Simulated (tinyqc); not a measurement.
## Nanowire ballistic transistor, top-of-the-barrier model: effect of the temperature

At the top of the source barrier, states moving towards the drain are filled by the source (Fermi level 0) and states moving back by the drain (Fermi level -q Vd); nothing scatters. U is the shift of the band edge there, set by the capacitances CG, CD and CS (the total) and by the charge. Parabolic one-dimensional subband; the source is grounded.

N0 = gv sqrt(2 m kB T/pi)/hbar, CG = 2 pi eps0 eox/ln(1 + 2 tox/d), CS = CG/aG, n0 = n at U = 0 and Vd = 0. eta1 = -(E0 + U)/Vt, eta2 = eta1 - Vd/Vt, n = (N0/2)[F_(-1/2)(eta1) + F_(-1/2)(eta2)], F_(-1/2)(x) = (1/sqrt(pi)) int_0^infinity u^(-1/2)/(1 + exp(u - x)) du. U = UL + q (n - n0)/CS with UL = -(aG Vg + aD Vd), energies in eV. I = gv (2 q^2/h) Vt [ln(1 + exp eta1) - ln(1 + exp eta2)]. CQ = (q/Vt) dn/d(eta1). E0 is held fixed.

Parameters, values chosen for the exercise; mass and valleys close to those of gallium nitride: effective mass m = 0.21 m0; valley degeneracy gv = 1; relative permittivity of the gate insulator eox = 3.9; insulator thickness tox = 2.7 nm; wire diameter d = 6 nm; gate control CG/CS aG = 0.77; drain control CD/CS aD = 0.081; band edge at the barrier top above the source Fermi level at zero bias E0 = 0.33 eV; gate voltage Vg = 0.6 V; drain voltage Vd = 0.6 V.

Constants: q = 1.602176634e-19 C, kB = 1.380649e-23 J/K, hbar = 1.054571817e-34 J s, h = 6.62607015e-34 J s, m0 = 9.1093837015e-31 kg, Vt = kB T/q, eps0 = 8.8541878128e-14 F/cm where lengths are in cm. Results are converted to the units shown.

Effect of the temperature:
```
T (K),eta1,n (cm^-1),I (uA),mean velocity I/(q n) (cm/s),CQ/CS
50,22.307,2.3149e6,7.4471,2.0079e7,0.44098
77,14.496,2.3130e6,7.4524,2.0110e7,0.44243
120,9.3187,2.3081e6,7.4664,2.0190e7,0.44660
180,6.2397,2.2965e6,7.5014,2.0387e7,0.45687
240,4.7096,2.2796e6,7.5612,2.0702e7,0.46859
300,3.7958,2.2597e6,7.6476,2.1123e7,0.47652
360,3.1872,2.2394e6,7.7581,2.1623e7,0.47866
420,2.7513,2.2203e6,7.8888,2.2176e7,0.47545
```

What does the table show?

As T goes from 50 to 420 K, n falls from 2.31e6 to 2.22e6 cm^-1, the mean velocity rises from 2.01e7 to 2.22e7 cm/s and the current rises from 7.45 to 7.89 uA. CQ/CS goes from 0.44 to 0.48. For T = 360 to 420 K higher subbands of the wire, left out here, could begin to fill.

Numbers from tinyqc (`OMP_NUM_THREADS=1 python tinyqc.py 2400076 2400077 out.jsonl`; about 0.03 s on one thread of a shared Intel Xeon 2.30GHz).
